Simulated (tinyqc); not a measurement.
# Changing the surface recombination velocity S

Model: photoconductance decay in a wafer: bulk and surface recombination modes, and iron detection by pair splitting. Computed by tinyqc, a small Python program. Command: `OMP_NUM_THREADS=1 python tinyqc.py 3112543 3112544 out.jsonl pcd sweep`. One thread of a shared host (Intel(R) Xeon(R) Processor @ 2.30GHz), about 0.04 s of CPU time with the checks.

Both faces of the wafer have the same S; injection is low and all coefficients are constant. x runs from -W/2 to W/2.

Inputs (values chosen for the exercise, modelled on p-type silicon): thickness W = 300 micrometre; diffusivity D = 30.4 cm^2/s; bulk lifetime tau_b without iron = 1500 microsecond.

Method:
- h = S W/(2 D). Solve f(b) = b sin b - h cos b = 0 from b = (pi/2) sqrt(h/(h + pi^2/4)), with f'(b) = (1 + h) sin b + b cos b; four steps.
- Even modes cos(a x) obey b tan b = S W/(2 D) with b = a W/2, odd modes sin(a x) obey -b cot b = S W/(2 D); each decays at the rate 1/tau_b + D a^2.
- tau_eff is the decay time of the first mode. The surface time is 1/(D a^2) of that mode; shortcuts for it are W/(2 S), W^2/(pi^2 D) and their sum, whose error is sum/surface time - 1.

One run for each value:

| surface recombination velocity S (cm/s) | tau_eff (microsecond) | surface time (microsecond) | error of the sum (%) | h |
|---|---|---|---|---|
| 3.00e-01 | 1.4563e+03 | 5.0002e+04 | 1.0650e-03 | 1.4803e-04 |
| 1.60e+00 | 1.2932e+03 | 9.3775e+03 | 5.6775e-03 | 7.8947e-04 |
| 8.40e+00 | 8.1573e+02 | 1.7882e+03 | 2.9743e-02 | 4.1447e-03 |
| 4.50e+01 | 2.7438e+02 | 3.3580e+02 | 1.5750e-01 | 2.2204e-02 |
| 2.40e+02 | 6.2287e+01 | 6.4986e+01 | 7.9032e-01 | 1.1842e-01 |
| 1.30e+03 | 1.3965e+01 | 1.4096e+01 | 3.1328e+00 | 6.4145e-01 |
| 6.70e+03 | 4.9738e+00 | 4.9903e+00 | 4.9722e+00 | 3.3059e+00 |
| 3.60e+04 | 3.3386e+00 | 3.3461e+00 | 2.0996e+00 | 1.7763e+01 |
| 1.90e+05 | 3.0577e+00 | 3.0640e+00 | 4.7715e-01 | 9.3750e+01 |
| 1.00e+06 | 3.0058e+00 | 3.0118e+00 | 9.3936e-02 | 4.9342e+02 |

Describe and explain the trends.

Over the rows, tau_eff (microsecond) falls from 1460 to 3.01 (exponent d ln y / d ln x -0.071 between the first rows and -0.010 between the last); surface time (microsecond) falls from 50000 to 3.01 (exponent d ln y / d ln x -1.00 between the first rows and -0.010 between the last); error of the sum (%) goes from 0.00106 through a maximum among these rows, 4.97 at 6700, to 0.0939. At the low end the exponent of surface time is -1.00, close to -1: slow surfaces, W/(2 S). At the high end the exponent of surface time is -0.01, close to 0: fast surfaces, limited by diffusion. The sum of the two shortcuts misses by at most about 5.0 % over these rows.

Extremes, crossings and ranges named in words are read from the listed rows.
